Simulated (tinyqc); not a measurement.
Worked calculation: optical transitions of a finite quantum well. Values are carried at full precision from step to step, so a last printed digit may differ when a step is redone from the rounded ones.

Each carrier sees a square well of width L with its own depth V and masses m (inside), mb (outside); c = hbar^2/2m0, k = sqrt(m E/c), kappa = sqrt(mb (V - E)/c), and level n solves k L + 2 atan[(k/m)/(kappa/mb)] = n pi. The envelope is cos(kz) for odd n and sin(kz) for even n inside, joins exp(-kappa (|z| - L/2)) outside, and is normalised to 1. Excitons and band mixing are left out.

Constants: hbar^2/2m0 = 3.80998211 eV angstrom^2; hc = 1239.841984 eV nm; fine-structure constant alpha = 0.007297352564.

Inputs chosen for the exercise (near those of a GaAs well in AlGaAs; shifted at random, so the results belong to these values and not to a real crystal): L = 174 angstrom (well width); Eg = 1.502 eV (gap of the well); Vc = 0.13 eV (conduction offset); Vv = 0.071 eV (valence offset); me = 0.0662 m0 (electron, well); meb = 0.0803 m0 (electron, barrier); mh = 0.336 m0 (heavy hole along z, well); mhb = 0.389 m0 (heavy hole, barrier); ml = 0.0876 m0 (light hole along z, well); mlb = 0.1129 m0 (light hole, barrier); Ns = 0.67 x 1e12/cm^2 (electrons in e1); n_r = 3.29 (refractive index); G = 20 meV (half width of the line).

## Confinement energies

Up to three levels for each carrier.

Levels:

| level | E (eV) | k (1/angstrom) | kappa (1/angstrom) |
|---|---|---|---|
| e1 | 0.0117 | 0.01423 | 0.04994 |
| e2 | 0.0459 | 0.02826 | 0.04209 |
| e3 | 0.0991 | 0.04150 | 0.02551 |
| hh1 | 0.0028 | 0.01561 | 0.08347 |
| hh2 | 0.0110 | 0.03115 | 0.07827 |
| hh3 | 0.0246 | 0.04653 | 0.06886 |
| lh1 | 0.0081 | 0.01362 | 0.04318 |
| lh2 | 0.0317 | 0.02698 | 0.03414 |
| lh3 | 0.0658 | 0.03890 | 0.01240 |

## Interband transitions

From e1 and e2 to each hole level: E = Eg + E_e + E_h, wavelength hc/E, squared overlap of the envelopes, and the strength |<S|p|v>|^2 in units of P^2 at the subband edge: overlap^2 times 1/2 (hh) or 1/6 (lh) for light polarised in the plane (TE), times 0 (hh) or 2/3 (lh) along z (TM).

Transitions:

| pair | E (eV) | wavelength (nm) | overlap^2 | TE | TM |
|---|---|---|---|---|---|
| e1-hh1 | 1.5164 | 817.6 | 0.9913 | 0.4957 | 0.0000 |
| e1-lh1 | 1.5217 | 814.8 | 0.9984 | 0.1664 | 0.6656 |
| e1-hh2 | 1.5247 | 813.2 | 0.0000 | 0.0000 | 0.0000 |
| e1-hh3 | 1.5382 | 806.0 | 0.0045 | 0.0022 | 0.0000 |
| e1-lh2 | 1.5453 | 802.3 | 0.0000 | 0.0000 | 0.0000 |
| e2-hh1 | 1.5507 | 799.5 | 0.0000 | 0.0000 | 0.0000 |
| e2-lh1 | 1.5560 | 796.8 | 0.0000 | 0.0000 | 0.0000 |
| e2-hh2 | 1.5589 | 795.3 | 0.9658 | 0.4829 | 0.0000 |
| e2-hh3 | 1.5725 | 788.5 | 0.0000 | 0.0000 | 0.0000 |
| e1-lh3 | 1.5795 | 785.0 | 0.0014 | 0.0002 | 0.0009 |
| e2-lh2 | 1.5796 | 784.9 | 0.9931 | 0.1655 | 0.6620 |
| e2-lh3 | 1.6138 | 768.3 | 0.0000 | 0.0000 | 0.0000 |

The edge is e1-hh1 at 818 nm. Pairs of opposite parity vanish exactly; e1-hh3 is allowed by parity and reaches 0.0045, only because the two envelopes leak differently into the barriers.

## Intersubband transitions from e1

z_1j = <1|z|j>; 1/m1 = <1|1/m|1>; f_1j = (m1/c)(E_j - E_1) z_1j^2, which sums to 1 over all bound and continuum states.

Transitions:

| pair | E (meV) | wavelength (micrometre) | \|z\| (angstrom) | f |
|---|---|---|---|---|
| 1-2 | 34.3 | 36.15 | 40.35 | 0.9734 |
| 1-3 | 87.5 | 14.17 | 0.00 | 0.0000 |

m1 = 0.0664 m0
sum of f over bound states = 0.9734

The continuum carries the remaining 0.0266. With hard walls z_12 = 16 L/(9 pi^2) = 31.34 angstrom and f_12 = 256/(27 pi^2) = 0.9607.

## Absorption of one well

For light polarised along z (a real waveguide or Brewster geometry adds an angle factor), with all electrons in e1 and none in e2, the peak fractional absorption is 4 pi alpha Ns c f_12/(n_r m1 G) and the area under the Lorentzian line is pi G times that, c = hbar^2/2m0; 1e12/cm^2 = 1e-4/angstrom^2. EF - E1 = 2 pi c Ns/m1 at zero temperature.

peak absorption = 0.521 %
area = 32.76 % meV
EF - E1 = 24.1 meV

EF lies below e2, as assumed.

## Checks

- Sum of f over all levels of a difference grid (60 cells across the well) against 1: 0.999 against 1.000.
- The strength f_12 on that grid against the matched envelopes: both 0.973.

Computed by tinyqc, a small Python program: `OMP_NUM_THREADS=1 python tinyqc.py 1282097 1282098 out.jsonl` (the numbers bound the seed that draws the inputs); one thread of a shared host (Intel(R) Xeon(R) Processor @ 2.30GHz), about 0.1 s for the whole set of steps.
